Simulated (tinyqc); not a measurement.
Worked calculation: tight binding, dimerised chain. One step of it, computed by the program tinyqc.

Task: Levels at k. Diagonalise the Hermitian matrix.

H(k) at k (eV), order A, B:
```
[[0.000000, -3.512988+1.102744i],
 [-3.512988-1.102744i, 0.000000]]
```

Give: eigenvalues; weights |c|^2 of the basis functions.

Result:

eigenvalues (eV): [-3.6820, 3.6820]

weights |c|^2 of the basis functions, order A, B:
```
[[0.5000, 0.5000],
 [0.5000, 0.5000]]
```
